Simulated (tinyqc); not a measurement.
Four methods from the same start: geometry relaxation of a small cluster. Computed by tinyqc, a small Python program. Command: `OMP_NUM_THREADS=1 python tinyqc.py 3015993 3015994 out.jsonl relax walk`. One thread of a shared host (Intel(R) Xeon(R) Processor @ 2.30GHz), about 0.02 s of CPU time with the checks.

E = sum_i {sum_j A exp(-p (r_ij/r0 - 1)) - xi sqrt(rho_i)}, rho_i = sum_j exp(-2 q (r_ij/r0 - 1)); the force on i is -sum_j w_ij (R_i - R_j)/r_ij with w_ij = -(2p/r0) A exp(-p (r_ij/r0 - 1)) + (xi q/r0) exp(-2 q (r_ij/r0 - 1)) (rho_i^(-1/2) + rho_j^(-1/2)).

Inputs (values chosen for the exercise, for model atoms):
```
quantity                 value           unit
length r0                 2.99       angstrom
repulsion A               0.12             eV
hopping xi                1.87             eV
decay p                   10.2              -
decay q                   2.27              -
step factor eta          0.026  angstrom^2/eV
largest number of steps    500              -
```

Potential: Gupta. Method: BFGS.

starting positions (angstrom):
```
           x      y      z
atom 1  0.04  -0.18   0.07
atom 2  2.94   0.01   0.01
atom 3  1.27   2.24  -0.24
atom 4  1.36    0.8   2.38
atom 5  1.62   0.78  -1.97
```

Method:
- BFGS: R(new) = R + B F with the inverse Hessian B = eta 1 at first; with s = R(new) - R, y = F - F(new), rho = 1/(y.s): B(new) = (1 - rho s y^T) B (1 - rho y s^T) + rho s s^T, skipped if y.s is not positive.
- No atom moves more than 0.3 angstrom a step (the whole step is scaled). Stop when the largest force component is below 1e-5 eV/angstrom.
- Hessian at the final positions by central differences of the forces; six eigenvalues vanish (translations and rotations). Steepest descent is stable for eta below 2/lambda_max and contracts the softest mode by 1 - eta lambda_min a step.
- Steepest descent: R(new) = R + eta F.
- Conjugate gradient (Polak-Ribiere): d = F + beta d(old), beta = max(0, F.(F - F(old))/|F(old)|^2), d = F at first; step length from one secant, s = eta (F.d)/(F.d - F(R + eta d).d), replaced by eta if that is not positive; R(new) = R + s d.
- FIRE with unit mass: if F.v > 0, v = (1 - a) v + a |v| F/|F|, and after more than 5 such steps in a row dt = min(1.1 dt, 5 dt0), a = 0.99 a; else v = 0, a = 0.1, and dt = dt/2 (not at the first step). Then v = v + dt F, R(new) = R + dt v. dt0 = sqrt(eta), a = 0.1 at first.
- In this comparison each method may take up to 1500 steps.

contraction of the softest mode = 0.948403

non-zero eigenvalues (eV/angstrom^2): 1.9845  1.9845  4.6910  6.8237  6.8238  7.7404  7.7404  14.4306  19.4337

condition number = 9.79278

Cost:
```
method              steps  force calls  final E (eV)  calls to reach 1e-2
steepest descent      181          182       -16.442                   51
conjugate gradient     18           37       -16.442                   17
BFGS                   29           30       -16.442                   14
FIRE                  122          123       -16.442                   46
```

What follows from these numbers?

In force calls the order is BFGS (30), conjugate gradient (37), FIRE (123), steepest descent (182). All that converged end at the same energy. Near the minimum steepest descent multiplies the slowest mode by 0.948 in size a step, 43 steps a decade of force, at a condition number of 9.8. It is the dearest here: the others use earlier steps to learn the curvature or to build momentum along soft directions.

Extremes, crossings and ranges named in words are read from the listed rows.
